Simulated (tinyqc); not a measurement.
Field-effect mobility of a thin-film transistor with band-tail and deep states (multiple trapping). Inputs raised by 2 %, one at a time. Computed by tinyqc, a small Python program. Command: `OMP_NUM_THREADS=1 python tinyqc.py 3022632 3022633 out.jsonl tft sens`. One thread of a shared host (Intel(R) Xeon(R) Processor @ 2.30GHz), about 0.2 s of CPU time with the checks.

A thick film in accumulation at small drain voltage. Only free electrons move; trapped ones still screen the gate. N_c and mu_0 are held fixed when T changes, leaving out the T^(3/2) growth of N_c. x = E_0 - psi is the distance of the Fermi level below the band edge.

Inputs (values chosen for the exercise, modelled on amorphous In2O3):
```
quantity                                           value         unit
permittivity eps                                       9            -
effective density of states N_c                  3.9e+18       1/cm^3
band mobility mu_0                                    61   cm^2/(V s)
tail density at the edge g_t                     5.8e+19  1/(eV cm^3)
tail width E_t                                        20          meV
deep-state density g_d                           3.8e+15  1/(eV cm^3)
flat-band Fermi level below the edge, E_0            0.5           eV
equivalent oxide thickness t                         140           nm
surface band bending psi_s as a fraction of E_0     0.94            -
temperature T                                        200            K
```

Deep states: included.

Constants: k_B = 8.617333262e-05 eV/K; e = 1.602176634e-19 C; eps_0 = 8.8541878128e-12 F/m.

Method:
- F_j(eta) = int_0^infinity x^j/(1 + exp(x - eta)) dx, without a gamma-function factor.
- Integrals over x = E/(k_B T) use 160 Gauss-Legendre points in u = sqrt(x) from 0 to sqrt(max(eta, 0) + 32).
- Free n(x) = N_c (2/sqrt(pi)) F_1/2(-x/k_B T), with F_1/2 from its two-term series in exp(-x/k_B T) for x >= 12 k_B T; tail n_t(x) = int_0^1.2eV g_t exp(-E/E_t)/(1 + exp((x - E)/k_B T)) dE, E counted down from the edge, 120 Gauss-Legendre points; deep charge g_d psi; space charge rho(psi) = n + n_t + g_d psi less its value at psi = 0.
- Poisson: F(psi) = sqrt((2 e/(eps eps_0)) int_0^psi rho dpsi'); V_G - V_FB = psi_s + eps F(psi_s) t/3.9; free sheet density N_f = int (n - n(E_0))/F dpsi; induced sheet density N_i = eps eps_0 F(psi_s)/e; trapezoid rule on 301 even points in psi, the first interval left out of N_f.
- mu_eff = mu_0 N_f/N_i; field-effect mobility mu_FE = mu_0 e (dN_f/dV_G)/C_ox and swing S = dV_G/dlog10(N_f), by a central difference of +/- 2 mV in psi_s; C_ox = 3.9 eps_0/t.

Runs; columns: (1) input moved; (2) from; (3) to; (4) effective mobility mu_eff (cm^2/(V s)); (5) V_G - V_FB (V); (6) free sheet density N_f (1/cm^2); (7) field-effect mobility mu_FE (cm^2/(V s)):
```
(1)                                             (2)        (3)     (4)     (5)         (6)     (7)
base run                                          -          -  23.914  3.6133  1.8971e+11  36.324
effective density of states N_c (1/cm^3)    3.9e+18  3.978e+18  24.187  3.6285  1.9280e+11  36.612
band mobility mu_0 (cm^2/(V s))                  61      62.22  24.392  3.6133  1.8971e+11  37.051
tail density at the edge g_t (1/(eV cm^3))  5.8e+19  5.916e+19  23.666  3.6288  1.8867e+11  36.042
tail width E_t (meV)                             20       20.4  23.299  3.6469  1.8681e+11  35.877
deep-state density g_d (1/(eV cm^3))        3.8e+15  3.876e+15  23.890  3.6138  1.8955e+11  36.323
temperature T (K)                               200        204  24.485  3.6691  1.9768e+11  36.702
permittivity eps                                  9       9.18  23.914  3.6445  1.9159e+11  36.329
```

Exponents ln(y'/y) / ln(x'/x):
```
input                            effective mobility mu_eff  V_G - V_FB  free sheet density N_f  field-effect mobility mu_FE
effective density of states N_c                      0.573       0.213                   0.817                        0.398
band mobility mu_0                                   1.000       0.000                   0.000                        1.000
tail density at the edge g_t                        -0.526       0.217                  -0.277                       -0.394
tail width E_t                                      -1.315       0.468                  -0.778                       -0.626
deep-state density g_d                              -0.052       0.008                  -0.043                       -0.002
temperature T                                        1.191       0.774                   2.080                        0.523
permittivity eps                                     0.000       0.435                   0.500                        0.007
```

Among the inputs moved here: effective mobility mu_eff answers most in size to tail width E_t (exponent -1.315), next to temperature T (+1.191); its exponent is below 0.0005 for permittivity eps. Its exponent +1.000 in band mobility mu_0: trapping only scales mu_0. V_G - V_FB answers most in size to temperature T (exponent +0.774), next to tail width E_t (+0.468); its exponent is below 0.0005 for band mobility mu_0. Free sheet density N_f answers most in size to temperature T (exponent +2.080), next to effective density of states N_c (+0.817); its exponent is below 0.0005 for band mobility mu_0. Field-effect mobility mu_FE answers most in size to band mobility mu_0 (exponent +1.000), next to tail width E_t (-0.626).
